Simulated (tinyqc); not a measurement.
Convergence with the mesh in the empty well.

In an empty well of width L and depth Vb, level k solves kw L/2 = (k - 1) pi/2 + arctan(sqrt((mw/mb)(Vb - E)/E)) with kw = sqrt(mw E/C), C = hbar^2/(2 m0). Mesh: N intervals across the well, hz = L/N, nodes at (i + 1/2) hz from an edge, mass (mw + mb)/2 on the interval that holds an interface, walls 3 L outside the edges; H_ii = C (1/m_(i-1/2) + 1/m_(i+1/2))/hz^2 + V_i, H_(i,i+1) = -C/(m_(i+1/2) hz^2). No field, no charge.

Inputs (values chosen for the exercise); material values those of a made-up well:
```
symbol   value  unit                       meaning
mw      0.0349    m0      mass along z in the well
mb      0.0937    m0  mass along z in the barriers
Vb       0.437    eV                barrier height
L          9.9    nm                    well width
```

Constants: q = 1.602176634e-19 C, hbar = 1.054571817e-34 J s, m0 = 9.1093837015e-31 kg, hbar^2/(2 m0) = 0.0380998212 eV nm^2. Results are converted to the units shown.

The same in every row: exact E1 (meV) = 48.67.

Result of one run:
```
E1 on the mesh (meV)  error (%)
48.33                    -0.693
```

Which number of intervals N gave this result: 4, 8, 16 or 32?

N = 32.

The whole series:
```
N    E1 on the mesh (meV)  error (%)
4                   35.53      -27.0
8                   44.02      -9.55
16                  47.36      -2.68
32                  48.33     -0.693
64                  48.58     -0.175
128                 48.65    -0.0438
```

The error goes from -27 % to -0.044 %; between N = 32 and 64 it shrinks by a factor of 4.0, the 4 of a second-order scheme.

Computed by the program tinyqc: `OMP_NUM_THREADS=1 python tinyqc.py 2140101 2140102 out.jsonl`, one thread of a shared Intel Xeon 2.30GHz, about 0.1 s for the whole run.
